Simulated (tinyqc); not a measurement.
# Superjunction drift layer against a plain one, charge balance: what changes with what

Alternating n and p pillars of equal width wp, doping N and length Lp. When depleted, the lateral field peaks at Ex = q N wp/(2 eps0 eps_r) at the pillar junctions and a uniform vertical field Ey is added; breakdown is taken where Ex^2 + Ey^2 = Ef^2. Only the n pillars conduct, narrowed by the zero-bias depletion. A first-order model: the field peaks at the pillar ends are left out.

Inputs (values chosen for the exercise); values close to those of silicon:

| symbol | value | unit | meaning |
|---|---|---|---|
| eps_r | 12 |  | relative permittivity of the semiconductor |
| E16 | 0.396 | MV/cm | critical field at a doping of 1e16 cm^-3 |
| mx | 1360 | cm^2/(V s) | mobility at low doping |
| mi | 91.3 | cm^2/(V s) | mobility at high doping |
| Nr | 1.3e17 | cm^-3 | reference doping of the mobility |
| BV | 720 | V | wanted breakdown voltage |
| wp | 3 | um | width of each pillar |
| Ef | 0.3 | MV/cm | critical field inside the pillars |
| a | 0.74 |  | lateral peak field as a share of Ef |
| Vb | 0.8 | V | built-in voltage of the pillar junctions |
| dl | 4.5 | % | charge imbalance (Nn - Np)/N |

Constants: q = 1.602176634e-19 C, eps0 = 8.8541878128e-14 F/cm where lengths are in cm. Results are converted to the units shown.

Each table varies one quantity; the others keep the values above.

## Effect of the wanted breakdown voltage

Ec(N) = E16 (N/1e16 cm^-3)^(1/8), mu(N) = mi + (mx - mi)/(1 + (N/Nr)^0.9). Plain drift layer for BV: N solves BV = eps0 eps_r Ec(N)^2/(2 q N), W = 2 BV/Ec, Rsp = W/(q mu N). Ex = a Ef gives N = 2 eps0 eps_r a Ef/(q wp); Ey = Ef sqrt(1 - a^2); Lp = BV/Ey; xd = sqrt(eps0 eps_r Vb/(q N)) on each side; Rsp = 2 Lp/(q mu(N) N (1 - 2 xd/wp)). An imbalance dl leaves the mean net doping |dl| N/2, which tilts the vertical field by s = q |dl| N/(2 eps0 eps_r): BV(dl) = Ey Lp - s Lp^2/2, or Ey^2/(2 s) if the field reaches zero inside the pillar.

The same in every row: N (cm^-3) = 9.815e15.

Effect of the wanted breakdown voltage:
```
BV (V),Lp (um),"Rsp, pillars (mohm cm^2)","Rsp, plain (mohm cm^2)",BV(dl) (V)
75,3.717,0.4486,0.3191,72.70
110,5.451,0.6580,0.8140,105.1
170,8.425,1.017,2.381,158.2
260,12.89,1.555,6.829,232.4
390,19.33,2.333,18.72,327.8
590,29.24,3.529,52.53,447.7
890,44.11,5.324,146.5,566.1
1400,69.38,8.374,454.2,611.4
```

As BV goes from 75 to 1400 V, Rsp of the pillars rises from 0.449 to 8.37 mohm cm^2 and BV with the imbalance rises from 72.7 to 611 V. Rsp goes as BV^(1.00) for the pillars and BV^(2.48) for the plain layer; the pillars win in 7 of the 8 rows. For BV = 75 to 170 V the aspect ratio Lp/wp is under 3, where a pillar model without end effects fails.

## Effect of the width of each pillar

Same model as above.

The same in every row: Lp (um) = 35.682; Rsp, plain (mohm cm^2) = 86.330.

Effect of the width of each pillar:
```
wp (um),N (cm^-3),"Rsp, pillars (mohm cm^2)",BV(dl) (V)
0.38,7.7485e16,1.1695,77.438
0.59,4.9906e16,1.3955,120.23
0.93,3.1661e16,1.8017,189.52
1.5,1.9630e16,2.4961,305.68
2.3,1.2802e16,3.4657,443.49
3.6,8.1790e15,5.0233,543.34
5.7,5.1657e15,7.5077,608.43
9,3.2716e15,11.367,649.34
```

As wp goes from 0.38 to 9 um, Rsp of the pillars rises from 1.17 to 11.4 mohm cm^2 and BV with the imbalance rises from 77.4 to 649 V. Narrow pillars allow more doping and so less resistance, but the same relative imbalance then leaves more net charge. For wp = 0.38 to 0.93 um the aspect ratio passes 30, which is hard to make. At wp = 0.38 um the zero-bias depletion takes over 40 % of the pillar, and the on-state voltage would narrow it further.

## Effect of the charge imbalance (Nn - Np)/N

Same model as above.

The same in every row: N (cm^-3) = 9.815e15; Lp (um) = 35.68; Rsp, pillars (mohm cm^2) = 4.307; Rsp, plain (mohm cm^2) = 86.33.

Effect of the charge imbalance (Nn - Np)/N:
```
dl (%),BV(dl) (V)
0,720.0
1,672.9
2,625.8
4,531.6
6,437.3
9,305.7
13,211.6
20,137.6
```

As dl goes from 0 to 20 %, Rsp of the pillars stays at 4.31 mohm cm^2 and BV with the imbalance falls from 720 to 138 V. The loss is linear in |dl| while the field reaches through the pillar; it passes 10 % at |dl| = 1.53 %.

Program tinyqc, `OMP_NUM_THREADS=1 python tinyqc.py 2590149 2590150 out.jsonl`; Intel Xeon 2.30GHz, shared host, one thread, about 0.01 s.
